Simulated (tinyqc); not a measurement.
Elastic strain and critical thickness of a cubic alloy layer A(1-x)B(x) on a thick substrate: one step, computed by the program tinyqc. Command: `OMP_NUM_THREADS=1 python tinyqc.py 3016434 3016435 out.jsonl misfit walk`. One thread of a shared host (Intel(R) Xeon(R) Processor @ 2.30GHz), about 0.01 s of CPU time with the checks.

Strain is positive in tension. The layer is coherent with the substrate unless said otherwise.

Question. Equilibrium strain at the thickness h. For h > h_c the same force balance gives the strain left, |e| = |f| A [ln(h/b) + 1]/h, and below h_c e = f; relaxation = 1 - e/f; dislocations per length across each line direction = (|f| - |e|)/(b cos lambda).

Inputs (values chosen for the exercise, for a model alloy): layer thickness h = 190 nm.

Layer: buried under a thick cap. Misfit dislocation: 60-degree.

critical thickness h_c (Matthews-Blakeslee) = 10.77005 nm

misfit f = 0.01956894

prefactor A = 2.497044 nm

Burgers vector b = 0.3920554 nm

Give: strain left e; relaxation; dislocation line density.

Answer.

strain left e = 0.001847

relaxation = 90.56 %

dislocation line density = 90.40 1/micrometre

h is 17.64 h_c: in equilibrium dislocations lie 11.1 nm apart; slow nucleation and glide can keep a real layer more strained.
